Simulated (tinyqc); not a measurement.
# Polarisation charge from two barrier thicknesses

Question. VT = phiB - dEc - q sigma d/(eps0 eps_r). Find sigma, phiB - dEc and the thickness at which VT = 0.

Inputs (values chosen for the exercise):
- eps_r = 9.6 (relative permittivity of barrier and channel)

Constants: q = 1.602176634e-19 C, eps0 = 8.8541878128e-14 F/cm where lengths are in cm. Results are converted to the units shown.

VT for d = 18 and 24 nm (V): [-3.7583293, -5.2851058]

Solution. VT is linear in d.

sigma = 1.350e13 cm^-2
phiB - dEc = 0.8220 V
thickness for VT = 0 = 3.230 nm

Program tinyqc, `OMP_NUM_THREADS=1 python tinyqc.py 2570004 2570005 out.jsonl`; Intel Xeon 2.30GHz, shared host, one thread, about 0.02 s.
